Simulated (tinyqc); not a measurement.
# Changing the edge of the cubic cell L

Model: correction of a charged-defect supercell by a model charge and potential alignment (plane-averaged potentials). Computed by tinyqc, a small Python program. Command: `OMP_NUM_THREADS=1 python tinyqc.py 3111101 3111102 out.jsonl align sweep`. One thread of a shared host (Intel(R) Xeon(R) Processor @ 2.30GHz), about 0.04 s of CPU time with the checks.

The "true" defect charge is (1 - x) q in a Gaussian of width sigma plus x q in one of width sigma_t, so the exact answer is known; the correction sees only a single model Gaussian of width sigma_m. A Gaussian of width s has the transform rho(G) = exp(-G^2 s^2/2), normalised to 1. A uniform background cancels q, so G = 0 is left out. Potentials are those felt by a unit positive charge. E_0 is the formation energy of the isolated defect, E_cell its value in the supercell, E_lat = E_iso - E_per of the model charge, C the true less the model potential far from the defect; the exact correction is E_0 - E_cell, and the error of a scheme is E_cell plus its correction less E_0.

Inputs (values chosen for the exercise, with screening close to that of HfO2): defect charge q = 1 e; dielectric constant eps = 22; width sigma of the true defect charge = 1.4 angstrom; width sigma_m of the model charge = 1.2 angstrom; share x of the charge in a wide tail = 0; width sigma_t of the tail = 2.5 angstrom; formation energy of the isolated defect E_0 = 2.73 eV.

Constants: e^2/(4 pi eps_0) = 14.39964548 eV angstrom.

Method:
- Periodic energy E_per = (2 pi q^2/(eps L^3)) (e^2/(4 pi eps_0)) sum_(G != 0) rho(G)^2/G^2, G = (2 pi/L)(n1, n2, n3), |n_i| <= 16. Isolated energy: two Gaussians of charges q_a, q_b and widths a, b interact by q_a q_b (e^2/(4 pi eps_0 eps)) sqrt(2/pi)/sqrt(a^2 + b^2), and the self-energy is half the sum over pairs.
- Supercell value E_cell = E_0 + E_per - E_iso for the true charge.
- E_lat = E_iso - E_per for the model charge; point-charge value alpha q^2 e^2/(4 pi eps_0 eps 2 L) with alpha = 2.837297.
- Plane-averaged potential at distance z from the defect: V(z) = (4 pi q/(eps L^3)) (e^2/(4 pi eps_0 e)) sum_(m != 0) rho(G_m) cos(G_m z)/G_m^2, G_m = 2 pi m/L, |m| <= 40.
- C = difference at z = L/2; E_corr = E_cell + E_lat - q C. For charges that have died out at L/2, C = (2 pi q/(eps L^3)) (e^2/(4 pi eps_0 e)) (<s^2> - sigma_m^2), <s^2> = (1 - x) sigma^2 + x sigma_t^2.

One run for each value; columns: (1) edge of the cubic cell L (angstrom); (2) exact correction (eV); (3) error with the point-charge term alone (meV); (4) alignment C (V); (5) error with alignment (rounded to 1e-4 meV) (meV):
```
(1)        (2)     (3)         (4)  (5)
13.0  0.067758  3.6689  9.7333e-04    0
16.7  0.053871  1.7307  4.5916e-04    0
18.5  0.048919  1.2731  3.3775e-04    0
20.4  0.044568  0.9494  2.5190e-04    0
22.2  0.041090  0.7367  1.9546e-04    0
24.1  0.037953  0.5758  1.5278e-04    0
26.0  0.035255  0.4586  1.2167e-04    0
```

Give the missing row, edge of the cubic cell L (angstrom) = 14.8.

Computed row; columns: (1) edge of the cubic cell L (angstrom); (2) exact correction (eV); (3) error with the point-charge term alone (meV); (4) alignment C (V); (5) error with alignment (rounded to 1e-4 meV) (meV):
```
(1)        (2)     (3)         (4)  (5)
14.8  0.060253  2.4864  6.5967e-04    0
```

Interpolating between the two neighbouring rows (linearly) misses by up to 9.6 %. Over the rows, exact correction (eV) falls from 0.0678 to 0.0353 (exponent d ln y / d ln x -0.91 between the first rows and -0.97 between the last); error with the point-charge term alone (meV) falls from 3.67 to 0.459 (exponent d ln y / d ln x about -3.0 throughout); alignment C (V) falls from 9.73e-4 to 1.22e-4 (exponent d ln y / d ln x about -3.0 throughout). At the high end the exponent of exact correction is -0.97, close to -1: the point-charge term. The exponent of error with the point-charge term alone stays at -3: the next term after the point charge. The exponent of alignment C stays at -3: a second moment over the volume.
